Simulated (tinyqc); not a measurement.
Vacuum evaporation: vapour pressure, source flux, thickness distribution, purity and step coverage: one step, computed by the program tinyqc.

Molecular flow, unit sticking of the metal, no re-evaporation. The background gas is taken as water vapour (18.015 g/mol, collision diameter 0.37 nm) at 300 K.

Problem. Offset source and rotation. Rotating wafer, source offset by s and facing upwards: thickness at radius r is the mean over the angle a of (1 + (r^2 + s^2 - 2 r s cos a)/h^2)^(-(n + 3)/2), by 360 equal steps; non-uniformity (max - min)/(max + min) over 21 radii from 0 to R.

Inputs (values chosen for the exercise, modelled on indium, with constants for the liquid):
```
quantity,value,unit
directionality n,2,-
source-to-wafer distance h,68,cm
wafer radius R,5,cm
source offset from the axis s/h,0.72,-
```

Give: centre thickness relative to an axial source; edge over centre, rotating; non-uniformity, rotating.

Solution.

centre thickness relative to an axial source = 0.3520

edge over centre, rotating = 1.002

non-uniformity, rotating = 0.08495 %
